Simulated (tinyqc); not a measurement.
Internal photoemission over an interface barrier: threshold and yield against field.

Electrons are excited from the valence band of a semiconductor over the barrier Phi(F) = P0 - sqrt(q F/(4 pi eps0 ei)), whose top lies at xm = sqrt(q/(16 pi eps0 ei F)). The yield is Y = A (hv - Phi)^p exp(-xm/l), with A = 1 here.

The yield is taken at hv = 4.53 eV.

Parameters, values chosen for the exercise; dielectric values close to those of aluminium oxide:
- P0 = 4.23 eV (barrier at zero field)
- ei = 3.73 (image-force permittivity)
- p = 3 (exponent of the yield)
- l = 3.5 nm (scattering length in the image well)

Constants: q = 1.602176634e-19 C, eps0 = 8.8541878128e-14 F/cm where lengths are in cm. Results are converted to the units shown.

Results:

| F (MV/cm) | sqrt(F) ((MV/cm)^0.5) | Phi (eV) | xm (nm) | Y |
|---|---|---|---|---|
| 0.1 | 0.3162 | 4.168 | 3.107 | 0.01955 |
| 0.19 | 0.4359 | 4.144 | 2.254 | 0.03012 |
| 0.35 | 0.5916 | 4.114 | 1.661 | 0.04487 |
| 0.64 | 0.8000 | 4.073 | 1.228 | 0.06728 |
| 1.2 | 1.095 | 4.015 | 0.8968 | 0.1059 |
| 2.1 | 1.449 | 3.945 | 0.6779 | 0.1647 |
| 7.2 | 2.683 | 3.703 | 0.3661 | 0.5098 |

Estimate the missing row, F = 3.9 MV/cm.

Computed row:

| F (MV/cm) | sqrt(F) ((MV/cm)^0.5) | Phi (eV) | xm (nm) | Y |
|---|---|---|---|---|
| 3.9 | 1.975 | 3.842 | 0.4975 | 0.2825 |

With this row back in the table: Phi is linear in sqrt(F) with slope -0.196 eV and intercept P0 = 4.23 eV. The yield grows by a factor of 26.1, of which 2.19 comes from less scattering, as xm shrinks from 3.11 to 0.366 nm, and the rest from the lower barrier. For F = 7.2 xm is within about two atomic layers of the interface, where the classical image potential fails.

Numbers from tinyqc (`OMP_NUM_THREADS=1 python tinyqc.py 2410005 2410006 out.jsonl`; about 0.01 s on one thread of a shared Intel Xeon 2.30GHz).
